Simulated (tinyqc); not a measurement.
Inside a calculation. Method: plane-wave Kohn-Sham cycle with exchange-only LDA in a layered model solid. One step of it, computed by the program tinyqc.

Task: Iteration 1: Hamiltonian at one k. H(m,m') = (k + G_m)^2/2 delta + V(G_m - G_m'), with V(-G) = V(G).

A solid whose potential varies along x alone (atomic units):
```
parameter                      value
period a                    4.700000
cross-section of the cell  18.000000
electrons per cell                 2
grid points                       16
plane waves -n..n, n               2
k points                           3
V1 in V1 cos(2 pi x/a)     -0.320000
V2 in V2 cos(4 pi x/a)      0.170000
```

V(G_m), m = 0, 1, 2, ... (hartree): [-0.282625, -0.160000, 0.085000, 0.000000, 0.000000]

k = 0.000000 2 pi / a

Give: H.

Result:

H (hartree), order -2, -1, +0, +1, +2:
```
[[3.2917, -0.1600, 0.0850, 0.0000, 0.0000],
 [-0.1600, 0.6110, -0.1600, 0.0850, 0.0000],
 [0.0850, -0.1600, -0.2826, -0.1600, 0.0850],
 [0.0000, 0.0850, -0.1600, 0.6110, -0.1600],
 [0.0000, 0.0000, 0.0850, -0.1600, 3.2917]]
```
